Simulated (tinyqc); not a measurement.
Electron-beam lithography: double-Gaussian proximity function, edge placement and dose correction for parallel lines: one step, computed by the program tinyqc.

Lines are infinitely long. Absorbed energy is counted so that the middle of a very large area written at dose 1 receives 1; the resist develops where it exceeds 1/2.

Problem. Dose correction. Uncorrected edge energies are M 1. Solve M d = 1/2 for the doses d that put the mean edge energy of every line at the threshold.

M:
```
           1          2          3          4
1  0.3074535  0.0002762  0.0006613  0.0824627
2  0.0007050  0.2973356  0.0006614  0.0830617
3  0.0007049  0.0002762  0.3074098  0.0837995
4  0.0004919  0.0001940  0.0004682  0.4129014
```

Give: edge energies at dose 1; corrected doses; largest over smallest dose.

Solution.

edge energies at dose 1: 1 0.39085, 2 0.38176, 3 0.39219, 4 0.41406

corrected doses: 1 1.2985, 2 1.3384, 3 1.2932, 4 1.2073

largest over smallest dose = 1.1086
